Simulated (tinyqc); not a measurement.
## Voltage drop against the pad pitch

A grid of 13 by 13 nodes with segments Rx (rows) and Ry (columns); every node draws I1 and the central node kh I1; pads with resistance Rp sit at the nodes whose row and column are multiples of the pitch, counting from 0. The drops u = Vdd - V follow from G u = i, with G the conductance matrix and i the load currents, solved directly.

Parameters, values chosen for the exercise: supply voltage Vdd = 1 V; resistance of a horizontal segment Rx = 0.3 ohm; resistance of a vertical segment Ry = 0.49 ohm; resistance from a pad node to the supply Rp = 0.38 ohm; factor on the load at the hot node kh = 5; load current of a node in the large grid I1 = 1.7 mA.

Result of one run:

| pads | worst drop (mV) | mean drop (mV) | largest drop at a pad (mV) | largest pad current (mA) | worst drop over Vdd (%) |
|---|---|---|---|---|---|
| 49 | 3.3830 | 2.6920 | 3.3046 | 8.6964 | 0.33830 |

Which pad pitch gave this result: 1, 2, 3, 4 or 12 nodes?

pitch = 2 nodes.

The whole series:

| pitch (nodes) | pads | worst drop (mV) | mean drop (mV) | largest drop at a pad (mV) | largest pad current (mA) | worst drop over Vdd (%) |
|---|---|---|---|---|---|---|
| 1 | 169 | 1.3006 | 0.66129 | 1.3006 | 3.4228 | 0.13006 |
| 2 | 49 | 3.3830 | 2.6920 | 3.3046 | 8.6964 | 0.33830 |
| 3 | 25 | 6.9474 | 5.7625 | 6.0529 | 15.929 | 0.69474 |
| 4 | 16 | 12.602 | 9.7148 | 8.3730 | 22.034 | 1.2602 |
| 6 | 9 | 21.418 | 19.211 | 16.549 | 43.551 | 2.1418 |
| 12 | 4 | 64.756 | 56.903 | 27.939 | 73.525 | 6.4756 |

The worst drop goes from 1.30 to 64.8 mV while the number of pads falls from 169 to 4; between the last two rows it goes as pitch^(1.60). The largest drop at a pad is 100 % of the worst drop in the first row and 43.1 % in the last; the rest falls along the wires.

Computed by the program tinyqc: `OMP_NUM_THREADS=1 python tinyqc.py 2770206 2770207 out.jsonl`, one thread of a shared Intel Xeon 2.30GHz, about 0.08 s for the whole run.
